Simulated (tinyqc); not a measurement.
Haynes-Shockley experiment: what a collector records, against the lifetime.

A sheet injected at x = 0, t = 0 gives at x = L the signal n(t) = N0 exp(-t/tau - (L - v t)^2/(4 D t))/sqrt(4 pi D t), D = mu Vt, v = mu F. Its peak lies at tp = [-D + sqrt(D^2 + u^2 L^2)]/u^2, u^2 = v^2 + 4 D/tau; dt is the full width at half height. Simple readings: mobility L/(F tp), diffusion coefficient (L dt/tp)^2/(16 ln 2 tp). Area v times the integral of n over N0: (v/u) exp(L (v - u)/(2 D)).

Parameters, values chosen for the exercise: temperature T = 350 K; minority-carrier mobility mu = 1890 cm^2/(V s); sweep field along the drift F = 54 V/cm; distance from injector to collector L = 290 um.

Constants: q = 1.602176634e-19 C, kB = 1.380649e-23 J/K, Vt = kB T/q. Results are converted to the units shown.

The same in every row: L/v (us) = 0.2841.

Haynes-Shockley experiment: what a collector records, against the lifetime:

| tau (s) | tp (us) | dt (us) | apparent mobility (cm^2/(V s)) | apparent D (cm^2/s) | area | exp(-L/(v tau)) |
|---|---|---|---|---|---|---|
| 4e-8 | 0.2249 | 0.09371 | 2388 | 58.52 | 0.001430 | 8.221e-4 |
| 8e-8 | 0.2475 | 0.1083 | 2170 | 58.68 | 0.03148 | 0.02867 |
| 2e-7 | 0.2649 | 0.1200 | 2027 | 58.80 | 0.2379 | 0.2415 |
| 4e-7 | 0.2715 | 0.1246 | 1978 | 58.85 | 0.4831 | 0.4915 |
| 1e-6 | 0.2758 | 0.1276 | 1947 | 58.88 | 0.7457 | 0.7527 |
| 2e-6 | 0.2772 | 0.1286 | 1937 | 58.89 | 0.8632 | 0.8676 |
| 5e-6 | 0.2781 | 0.1293 | 1931 | 58.89 | 0.9428 | 0.9448 |
| 1e-5 | 0.2784 | 0.1295 | 1929 | 58.89 | 0.9709 | 0.9720 |

What does the comparison show, and why?

True values: mu = 1890 cm^2/(V s), D = 57.0 cm^2/s. The apparent mobility is 26 % above the true one in the first row and 2.1 % above it in the last, and the apparent D 2.7 % above and 3.3 % above D. The peak always comes before L/v, since spreading and decay both weigh down the later part of the signal; the shift is 21 % and 2.0 % in these rows.

Numbers from tinyqc (`OMP_NUM_THREADS=1 python tinyqc.py 2310017 2310018 out.jsonl`; about 0.01 s on one thread of a shared Intel Xeon 2.30GHz).
